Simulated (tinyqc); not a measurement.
Worked calculation: exchange-split free-electron bands and tunnelling magnetoresistance. Values are carried at full precision from step to step, so a last printed digit may differ when a step is redone from the rounded ones.

Majority and minority bands E = c k^2/m -/+ Dx/2, c = hbar^2/2m0, so k_up = sqrt(m (EF + Dx/2)/c), k_dn = sqrt(m (EF - Dx/2)/c); n_s = k_s^3/(6 pi^2), D_s = m k_s/(4 pi^2 c).

Constants: hbar^2/2m0 = 3.80998211 eV angstrom^2.

Values chosen for the exercise:
- EF = 5.09 eV (Fermi energy above the mean band bottom)
- Dx = 2.29 eV (exchange splitting)
- m = 1.25 m0 (mass in the electrodes)
- mb = 0.74 m0 (mass in the barrier)
- phi = 1.02 eV (barrier height above EF)
- d = 9.8 angstrom (barrier thickness)

## The two Fermi spheres

Give k_s, n_s, D_s, the moment per electron (n_up - n_dn)/n and three polarisations: of D, of D v and of D v^2 (v proportional to k).

k_up, k_dn (1/angstrom): 1.4302  1.1377

n_up, n_dn (1/angstrom^3): 0.04941  0.02487

D_up, D_dn (1/(eV angstrom^3)): 0.01189  0.00945

moment per electron = 0.3304 muB

polarisations: D 0.1139, D v 0.2250, D v^2 0.3304

The three numbers differ although they describe one band structure: each probe (density of states, ballistic current, diffusive current) weights the velocity differently.

## Transmissions

Barrier: kappa = sqrt(mb phi/c), c = hbar^2/2m0. With a = k1/m, b = k2/m, w = kappa/mb, the transmission at normal incidence is T(k1, k2) = 4 a b w^2/[w^2 (a + b)^2 + (w^2 + a^2)(w^2 + b^2) sinh^2(kappa d)]. Parallel: G_P = T(up, up) + T(dn, dn); antiparallel: G_AP = 2 T(up, dn); TMR = (G_P - G_AP)/G_AP. Julliere: TMR = 2 P^2/(1 - P^2). Slonczewski factor: P_eff = P_k (w^2 - a_up a_dn)/(w^2 + a_up a_dn), P_k = (k_up - k_dn)/(k_up + k_dn).

Evaluate kappa and the three T.

kappa = 0.4451 1/angstrom
kappa d = 4.362

T: up-up 0.0004414, dn-dn 0.0005505, up-dn 0.0004929

The minority channel transmits more, by a factor 1.25; the common factor exp(-2 kappa d) is 0.000163.

## Magnetoresistance

From the T, and from the Julliere formula with P_k and with P_eff.

TMR from T = 0.61 %
P_k = 0.1139
P_eff = -0.0552
Julliere with P_k = 2.63 %
Julliere with P_eff = 0.61 %

The interface factor is -0.484: it reverses the sign of the tunnelling polarisation. The plain Julliere value lies 2.0 points above the result and the one with P_eff 0.00 points from it. Symmetry filtering in crystalline barriers, which gives far larger values, is outside this model.

## Checks

- TMR of a thick barrier against the Julliere formula with P_eff: both 0.006109.

Program tinyqc; command `OMP_NUM_THREADS=1 python tinyqc.py 1650949 1650950 out.jsonl`; about 0.01 s on one thread of a shared Intel(R) Xeon(R) Processor @ 2.30GHz.
